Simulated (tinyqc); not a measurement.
# Square on-chip spiral inductor, lumped pi model: two studies

Outer diameter do = di + 2 n wd + 2 (n - 1) sp, mean da = (do + di)/2, fill p = (do - di)/(do + di), length l = 4 n da. L = 2.34 mu0 n^2 da/(1 + 2.75 p), mu0 = 4 pi 1e-7 H/m. Rs = rho l/(wd delta (1 - exp(-th/delta))), delta = sqrt(rho/(pi f mu0)). Cs = n wd^2 eps0 eo/hu across the coil. At each end Cox = l wd eps0 eo/(2 ho) leads to the substrate branch Rsi = 2 rs he/(l wd) in parallel with Csi = l wd eps0 11.7/(2 he). With one end grounded Y = 1/(Rs + i w L) + i w Cs + 1/[1/(i w Cox) + 1/(1/Rsi + i w Csi)], w = 2 pi f; Q = -Im Y/Re Y. Eddy currents in neighbouring turns and in the substrate are left out.

Values chosen for this exercise; values of the order met in silicon radio-frequency processes: number of turns n = 3.5; line width wd = 10 um; space between turns sp = 1.5 um; inner diameter di = 60 um; metal thickness th = 2 um; metal resistivity rho = 3 uohm cm; oxide below the coil ho = 3.5 um; oxide between coil and underpass hu = 1.2 um; relative permittivity of the oxide eo = 3.9; substrate resistivity rs = 1000 ohm cm; effective spreading depth in the substrate he = 50 um; frequency f = 1.2 GHz.

Constants: eps0 = 8.8541878128e-12 F/m. Results are converted to the units shown.

Each table varies one quantity; the others keep the values above.

## Quality factor against frequency

Apparent inductance Im(1/Y)/w; share of the loss Re(substrate branch)/Re Y.

Quality factor against frequency:

| f (GHz) | Rs (ohm) | w L/Rs | Q | apparent inductance (nH) | loss in the substrate (%) |
|---|---|---|---|---|---|
| 0.43 | 2.606 | 1.774 | 1.773 | 1.711 | 0.01016 |
| 0.71 | 2.772 | 2.754 | 2.751 | 1.712 | 0.02243 |
| 1.2 | 3.006 | 4.292 | 4.280 | 1.714 | 0.05506 |
| 1.9 | 3.281 | 6.226 | 6.184 | 1.720 | 0.1230 |
| 3.1 | 3.673 | 9.073 | 8.917 | 1.735 | 0.2881 |
| 5.1 | 4.217 | 13.00 | 12.41 | 1.779 | 0.6724 |
| 8.3 | 4.946 | 18.04 | 15.95 | 1.904 | 1.502 |
| 14 | 6.029 | 24.96 | 17.10 | 2.407 | 3.431 |
| 22 | 7.300 | 32.40 | 8.553 | 5.967 | 6.753 |

Q goes from 1.77 through a maximum of 17.1 (at f = 14 GHz among the rows listed) to 8.55; the exact peak is 17.4 at 12.2 GHz and Q reaches zero at the self-resonance, 26.0 GHz. The share of the substrate rises from 0.0102 to 6.75 %, and the apparent inductance ends at 3.49 times L. At the peak the substrate takes 2.77 % of the loss. For f = 22 the coil is longer than 0.15 of a wavelength in the oxide, where one lumped section is rough.

## Effect of the oxide below the coil

Same model as above.

Peak Q and its frequency from a search over f; self-resonance where Im Y = 0; Q at the given f (negative beyond resonance).

The same in every row: L (nH) = 1.711; do (um) = 137.5.

Effect of the oxide below the coil:

| ho (um) | peak Q | f of the peak (GHz) | self-resonance (GHz) | Q at f |
|---|---|---|---|---|
| 1 | 16.92 | 11.71 | 25.05 | 4.278 |
| 2 | 17.12 | 11.91 | 25.44 | 4.279 |
| 3 | 17.32 | 12.10 | 25.81 | 4.279 |
| 5 | 17.67 | 12.45 | 26.49 | 4.280 |
| 7 | 17.97 | 12.76 | 27.09 | 4.281 |
| 10 | 18.35 | 13.16 | 27.89 | 4.282 |
| 15 | 18.87 | 13.71 | 28.99 | 4.283 |

As ho goes from 1 to 15, L stays at 1.71 nH, the peak Q rises from 16.9 to 18.9, its frequency rises from 11.7 to 13.7 GHz and the self-resonance rises from 25.0 to 29.0 GHz.

Computed by the program tinyqc: `OMP_NUM_THREADS=1 python tinyqc.py 2302201 2302202 out.jsonl`, one thread of a shared Intel Xeon 2.30GHz, about 0.01 s for the whole run.
